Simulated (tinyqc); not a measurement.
## Scale length and length offset from two DIBL values

Problem. DIBL = exp(-Le/(2 l)) + 2 exp(-Le/l) with Le = L - dL. Find l, dL and the drawn length for a DIBL of 100 mV/V.

DIBL at drawn lengths 43 and 70 nm (mV/V): [64.585058, 9.2736470]

Answer. With e = exp(-Le/(2 l)), 2 e^2 + e = DIBL gives e and so Le/l at each length; Le/l is a straight line in L with slope 1/l.

l = 7.30 nm
dL = 1.40 nm
length for 100 mV/V = 37.3 nm

tinyqc, about 0.01 s, one thread, Intel Xeon 2.30GHz (shared host): `OMP_NUM_THREADS=1 python tinyqc.py 2002004 2002005 out.jsonl`
